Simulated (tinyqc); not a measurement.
Berg model of reactive sputtering of a nitride or oxide: poisoning, hysteresis and pumping speed. Changing the reactive partial pressure P. Computed by tinyqc, a small Python program. Command: `OMP_NUM_THREADS=1 python tinyqc.py 3014045 3014046 out.jsonl berg sweep`. One thread of a shared host (Intel(R) Xeon(R) Processor @ 2.30GHz), about 0.02 s of CPU time with the checks.

A diatomic gas reacts with bare metal on the target and on the collecting surfaces; ions remove metal and compound from the target. theta_t and theta_c are the compound fractions.

Inputs (values chosen for the exercise, close to those used for titanium dioxide):
```
quantity                         value     unit
ion current density J               24  mA/cm^2
target area A_t                    200     cm^2
collecting area A_c               5300     cm^2
metal yield Y_m                   0.49        -
compound yield Y_c               0.028        -
sticking coefficient alpha        0.38        -
reactive atoms per metal atom z      2        -
gas mass M                          32        u
pumping speed S                    120      l/s
gas temperature T                  300        K
```

Constants: e = 1.602176634e-19 C; u = 1.6605390666e-27 kg; k_B = 1.380649e-23 J/K.

Method. Ion flux j = J/e; gas flux F = P/sqrt(2 pi M k_B T). Target: (2/z) alpha F (1 - theta_t) = j Y_c theta_t. Sputtered flows F_c = j Y_c theta_t A_t, F_m = j Y_m (1 - theta_t) A_t. Collector: (2/z) alpha F (1 - theta_c) A_c + F_c (1 - theta_c) = F_m theta_c. Gas use Q = alpha F [(1 - theta_t) A_t + (1 - theta_c) A_c] + P S/(k_B T); 1 sccm = 4.4780e17 molecules/s. Rate R = F_m + F_c, given relative to j Y_m A_t.

One run for each value:
```
reactive partial pressure P (Pa)  total flow Q (sccm)  rate relative to clean metal  theta_t  theta_c
5.00e-04                                        5.217                       0.89762  0.10859  0.17621
1.10e-03                                        9.163                       0.80072  0.21135  0.34636
2.30e-03                                       12.628                       0.66140  0.35912  0.57556
5.00e-03                                       13.069                       0.48221  0.54918  0.80625
1.10e-02                                       10.346                       0.31336  0.72826  0.93784
2.30e-02                                        7.928                       0.19992  0.84857  0.98256
5.00e-02                                        7.436                       0.12867  0.92414  0.99592
1.10e-01                                       10.099                       0.09106  0.96403  0.99912
2.30e-01                                       17.295                       0.07367  0.98247  0.99979
5.00e-01                                       34.474                       0.06482  0.99186  0.99996
```

Over the rows, total flow Q (sccm) lies between 5.22 and 34.5 without a single trend; rate relative to clean metal falls from 0.898 to 0.0648 (exponent d ln y / d ln x -0.14 between the first rows and -0.16 between the last); theta_t rises from 0.109 to 0.992 (exponent d ln y / d ln x 0.84 between the first rows and 0.012 between the last). Where Q falls as P rises the target is poisoning and the metal that getters the gas dwindles; that stretch is unstable under flow control.

Caution (rows 0.00500, 0.0110, 0.0230): here dQ/dP is negative, a branch that flow control cannot hold.

Extremes, crossings and ranges named in words are read from the listed rows.
